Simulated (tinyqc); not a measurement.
# Core-level spacing from the offsets

Problem. For an overlayer B on a substrate A, dEv = (iB - iA) - (cB - vB) + (cA - vA) in binding energies, and dEc + dEv = EgB - EgA. Find dEv and the spacing iB - iA that a thin film must show.

Values chosen for this exercise:
- EgA = 3.27 eV (gap of the substrate A)
- EgB = 5.81 eV (gap of the overlayer B)

dEc = 1.6805376 eV
cA - vA = 59.359462 eV
cB - vB = 48.67 eV

Solution. The gaps give dEv, and the Kraut relation is solved for the spacing.

dEv = 0.85946 eV
iB - iA = -9.8300 eV

Program tinyqc, `OMP_NUM_THREADS=1 python tinyqc.py 2410155 2410156 out.jsonl`; Intel Xeon 2.30GHz, shared host, one thread, about 0.01 s.
